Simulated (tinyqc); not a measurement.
Splitting against the number of planes: valley splitting in a one-orbital chain of atomic planes (second-neighbour model).

Each (001) plane carries one orbital with energy e0, hopping v to the next plane and u to the second: E(phi) = e0 + 2 v cos(phi) + 2 u cos(2 phi), where phi = pi - k a/4 (the sign of every second orbital is chosen so that v > 0, which shifts the phase by pi). The minimum lies at cos(phi0) = -v/(4u), phi0 = pi - (pi/2) k0 for a valley at k0 (2 pi/a), and e0 puts it at zero. A slab of N planes has hard walls: the matrix simply ends.

Constants: hbar^2/2m0 = 3.80998211 eV angstrom^2.

Inputs chosen for the exercise (out of a larger set: near those of the Delta valleys of silicon; abrupt walls in this chain split the valleys several times more than measured wells; not measured data): a = 5.432 angstrom (lattice constant; planes lie a/4 apart); ml = 0.927 m0 (longitudinal mass); N0 = 33 (first number of planes).

u = 0.585415 eV
v = 0.514407 eV
e0 = 1.283834 eV
phi0 = 1.792279 rad

Ten slabs from N0 on, of thickness (N - 1) a/4 between the outer planes. Effective mass: E1 = (c/ml)(pi/W)^2 with W = (N + 2) a/4: the amplitude vanishes on two missing planes at each end, and the envelope has its nodes N + 2 spacings apart. Large-N estimate of the splitting: 16 pi^2 u |sin(phi0) sin((N + 2) phi0)|/(N + 2)^3.

Doublet (meV):
```
N   thickness (angstrom)  mean level  effective mass  splitting  estimate
33                 43.46       17.90           17.96      0.147     0.214
34                 44.81       16.96           16.97      1.903     1.919
35                 46.17       16.03           16.07      0.642     0.595
36                 47.53       15.21           15.23      1.358     1.390
37                 48.89       14.44           14.46      1.099     1.073
38                 50.25       13.72           13.75      0.718     0.755
39                 51.60       13.08           13.09      1.239     1.232
40                 52.96       12.44           12.47      0.116     0.149
41                 54.32       11.89           11.90      1.122     1.129
42                 55.68       11.34           11.36      0.357     0.333
```

The mean level falls smoothly, from 17.9 to 11.3 meV, within 0.4 % of the effective-mass value. The splitting swings between 0.116 (N = 40) and 1.903 meV (N = 34): one plane more or less changes the phase between the two walls by phi0 = 1.792 rad. The estimate misses the computed values by at most 0.068 meV.

Computed by tinyqc, a small Python program: `OMP_NUM_THREADS=1 python tinyqc.py 1482359 1482360 out.jsonl` (the numbers bound the seed that draws the inputs); one thread of a shared host (Intel(R) Xeon(R) Processor @ 2.30GHz), about 0.01 s for the whole set of steps.
